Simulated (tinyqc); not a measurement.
Floating body of a partially depleted SOI transistor: body voltage and kink: one step of the calculation.

Source at 0 V. Channel current Ic = 2 nf K Vt^2 [F(0) - F(Vd)](1 + la Vd), F(V) = ln^2(1 + exp((Vg - VT - nf V)/(2 nf Vt))), VT = VT0 - gb Vb. Saturation voltage Vs = 2 Vt sqrt(F(0)) + 3 Vt, excess Ve = (Vd - Vs + sqrt((Vd - Vs)^2 + 0.0004 V^2))/2, multiplication M1 = Ai Ve exp(-Bl/Ve). Each junction passes D(v) = J1 (exp(v/Vt) - 1) + J2 (exp(v/(2 Vt)) - 1). Bipolar current Ib = bb J1 (exp(Vb/Vt) - 1). The body settles where M1 (Ic + Ib) = D(Vb) + D(Vb - Vd) + Vb/Rb; drain current Id = (1 + M1)(Ic + Ib) - D(Vb - Vd).

Question. New Vb. Current into the body I_in = M1 (Ic + Ib) - D(Vb - Vd), current out I_out = D(Vb) + Vb/Rb; f = ln(I_in/I_out), s = df/dVb by central differences over 1e-5 V, Vb(new) = Vb - f/s.

Values chosen for this exercise; values of the order met in partially depleted silicon-on-insulator transistors: temperature T = 300 K; threshold at zero body voltage VT0 = 0.55 V; fall of the threshold per volt of body voltage gb = 0.2; slope factor nf = 1.45; gain factor per width K = 130 uA/(V^2 um); channel-length modulation factor la = 0.08 1/V; impact-ionisation prefactor Ai = 1.49 1/V; impact-ionisation voltage Bl = 6 V; diffusion saturation current of each junction J1 = 2.2e-13 uA/um; recombination saturation current of each junction J2 = 2.2e-8 uA/um; gain of the lateral bipolar transistor on the diffusion current bb = 1; resistance of a weak body tie to the source (1e9 stands for no tie, and the term is then dropped) Rb = 1e9 kohm um; gate voltage Vg = 0.59 V; drain voltage Vd = 1.1 V.

Constants: q = 1.602176634e-19 C, kB = 1.380649e-23 J/K, Vt = kB T/q. Results are converted to the units shown.

Vb after iteration 1 = 0.58413051 V

Give: Ic; Ve; M1; I_in; I_out; f; s; Vb after iteration 2.

Answer.

Ic = 1.337 uA/um
Ve = 0.9084 V
M1 = 0.001832
I_in = 0.002451 uA/um
I_out = 0.003204 uA/um
f = -0.2678
s = -26.81 1/V
Vb after iteration 2 = 0.5741 V

Range of the model: The multiplication law is an empirical form chosen for the exercise; self-heating and capacitive coupling to the body are left out, and the linear laws are rough once Vb passes about 0.7 V or M1 about 0.1.

Computed by the program tinyqc: `OMP_NUM_THREADS=1 python tinyqc.py 2182064 2182065 out.jsonl`, one thread of a shared Intel Xeon 2.30GHz, about 0.2 s for the whole run.
